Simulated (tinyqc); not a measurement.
Ways to converge the cycle: SCF convergence aids in the sto-6g basis, for BeH, spin multiplicity 2. Computed by the program tinyqc with PySCF. UHF with one setting changed at a time; a run stops when the energy changes by less than 1e-09 hartree and the error matrix is below 1e-5. The start is the Wolfsberg-Helmholz matrix. Damping d keeps d of the old density; a shift (hartree) raises the virtual levels; DIIS n extrapolates F over n matrices.

Geometry (angstrom):
```
atom,x,y,z
Be,0.0000,0.0000,0.0000
H,0.0000,0.0000,1.5040
```

lowest solution found by these runs and by PySCF with stability checks = -15.081015 hartree

Largest element of the error matrix X^T (FDS - SDF) X:
```
iteration,plain,damping 0.3,damping 0.6,shift 0.4,DIIS 3,DIIS 8
1,9.0e-02,9.0e-02,9.0e-02,9.0e-02,9.0e-02,9.0e-02
2,3.1e-02,3.9e-02,5.8e-02,4.0e-02,3.1e-02,3.1e-02
3,2.2e-02,2.7e-02,4.1e-02,3.3e-02,2.0e-02,2.0e-02
4,1.7e-02,2.1e-02,3.3e-02,2.7e-02,1.5e-02,1.5e-02
5,1.4e-02,1.8e-02,2.7e-02,2.3e-02,1.1e-02,1.1e-02
6,1.2e-02,1.6e-02,2.3e-02,2.0e-02,3.2e-03,3.1e-03
8,8.7e-03,1.2e-02,1.8e-02,1.6e-02,2.4e-04,3.2e-04
10,6.1e-03,9.9e-03,1.6e-02,1.2e-02,1.0e-05,3.8e-06
14,2.8e-03,6.2e-03,1.2e-02,8.4e-03,-,-
20,8.0e-04,2.8e-03,8.3e-03,4.5e-03,-,-
30,9.1e-05,6.8e-04,4.2e-03,1.5e-03,-,-
45,-,7.5e-05,1.3e-03,2.5e-04,-,-
60,-,8.2e-06,3.9e-04,4.2e-05,-,-
```

How each run ends:
```
run,iterations,E (hartree),state
plain,41,-14.970030,higher
damping 0.3,60,-14.970030,higher
damping 0.6,>60,-14.970027,"falls steadily but slowly, by a factor of about 0.92 a step"
shift 0.4,>60,-14.970030,"falls steadily but slowly, by a factor of about 0.89 a step"
DIIS 3,11,-14.970030,higher
DIIS 8,11,-14.970030,higher
```

What does the comparison show, and why?

No run reaches the lowest solution found. Ending on a higher stationary point: plain, damping 0.3, DIIS 3, DIIS 8; a small error matrix cannot reveal that, and an occupation fixed by the start is kept by symmetry or by the shape of the basin. Not converged: damping 0.6, shift 0.4. Plain steps already contract here, so damping only slows them. DIIS 3 and DIIS 8 gain by cancelling the error over several earlier matrices, much as a quasi-Newton step does.
